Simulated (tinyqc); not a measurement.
Inside a calculation: nanosheet or nanowire with hard walls, valleys of the Si type. Values are carried at full precision from step to step, so a last printed digit may differ when a step is redone from the rounded ones.

Six ellipsoidal valleys along the cube axes: inverse mass tensor w = 1/mt + (1/ml - 1/mt) a a^T with a the unit axis. Device axes: x along the channel, z = [001], y = z x x.

Constants: hbar^2/2m0 = 3.80998211 eV angstrom^2; hbar = 6.58211957e-16 eV s; e^2/h = 3.874045865e-05 S; kB = 8.617333262e-05 eV/K.

Values chosen for the exercise (near those of Si; shifted at random, so the results belong to these values and not to a real crystal): ml = 0.93 m0 (longitudinal mass); mt = 0.193 m0 (transverse mass); channel = 100 (transport direction x on a (001) wafer); W = 190 angstrom (width, along y); H = 68 angstrom (height, along z = [001]); dE = 0.036 eV (EF above the lowest subband edge); T = 300 K (temperature); g_all = 6 (number of valleys).

## Valley masses for a [100] channel

Rotate w into the device axes and group equal valleys (|w_yz| counts); order by w_zz, then w_yy. 1/m_x = w_xx - w_xc w_c^-1 w_cx with c the block (y, z).

Valleys:
```
group  valleys g    w_yy    w_zz  |w_yz|  m_x (m0)
A              2  5.1813  1.0753  0.0000    0.1930
B              2  1.0753  5.1813  0.0000    0.1930
C              2  5.1813  5.1813  0.0000    0.9300
```

The lightest transport mass, 0.193 m0, belongs to groups A and B.

## One-dimensional subbands

Hard walls around a W x H rectangle. The block w_c of w in (y, z) confines; the transport mass follows from 1/m_x = w_xx - w_xc w_c^-1 w_cx. The cross-section problem c (w_yy ky^2 + 2 w_yz ky kz + w_zz kz^2), c = hbar^2/2m0, is solved in products sin(n pi y/W) sin(l pi z/H), n, l = 1 to 12; if w_yz = 0 the levels are c pi^2 (w_yy n^2/W^2 + w_zz l^2/H^2). The w_yz term couples (n, l) to (n', l') by -2 c w_yz D_nn'(W) D_ll'(H) with D_nm(L) = 4 n m/(L (n^2 - m^2)) for n + m odd and 0 otherwise.

The ten lowest levels of all groups together, numbered within each group.

Subbands:
```
label  valleys g  m_x (m0)  E (eV)
A1             2    0.1930  0.0141
A2             2    0.1930  0.0303
A3             2    0.1930  0.0404
B1             2    0.1930  0.0433
B2             2    0.1930  0.0466
C1             2    0.9300  0.0475
B3             2    0.1930  0.0522
A4             2    0.1930  0.0566
A5             2    0.1930  0.0573
B4             2    0.1930  0.0601
```

The lowest subband is A1; the number of further ones in the list within kB T = 25.9 meV of it at 300 K is 1.

## Modes, density and velocity at zero temperature

With EF = E_lowest + dE, each subband below EF has k_F = sqrt(m_x (EF - E)/c), carries n = 2 g k_F/pi electrons per length (spin included), moves at v = 2 c k_F/(hbar m_x) and adds 2 g e^2/h to the ballistic conductance; c = hbar^2/2m0, 1 angstrom/s = 1e-8 cm/s.

Occupied subbands:
```
label  k_F (1/angstrom)  n (1/nm)  v (1e7 cm/s)
A1               0.0427     0.544          2.56
A2               0.0317     0.403          1.90
A3               0.0222     0.283          1.33
B1               0.0187     0.238          1.12
B2               0.0134     0.170          0.80
C1               0.0252     0.321          0.31
```

total n = 1.960 1/nm
ballistic conductance = 929.8 microsiemens

EF lies below the last listed level, so the count is complete for these valleys (other families, and non-parabolicity above about 0.2 eV, are left out): 6 subbands with 12 valley modes. The Fermi velocity, averaged with the densities as weights, is 1.55 x 1e7 cm/s; the mean over all filled states moving one way is half of it.

## Threshold shift from confinement

Without degeneracy the line density is N1 exp((EF - Ec)/kB T) with N1 = sum 2 g sqrt(m_x kB T/(4 pi c)) exp(-E/kB T), here over n, l up to 80 where w_yz = 0 and over all levels of a 12 x 12 sine basis otherwise; the classical value is W H Nc with Nc = 2 g_all (m_dos kB T/(4 pi c))^(3/2), m_dos = (ml mt^2)^(1/3); dVt = kB T ln(W H Nc/N1).

Form N1, W H Nc and dVt.

N1 = 1.160 1/nm
W H Nc = 3.621 1/nm
dVt = 29.4 mV

## Checks

- Lowest level of group A on a 40 x 40 difference grid against the sine basis, eV: both 0.014.

Computed by tinyqc, a small Python program: `OMP_NUM_THREADS=1 python tinyqc.py 1280938 1280939 out.jsonl` (the numbers bound the seed that draws the inputs); one thread of a shared host (Intel(R) Xeon(R) Processor @ 2.30GHz), about 0.05 s for the whole set of steps.
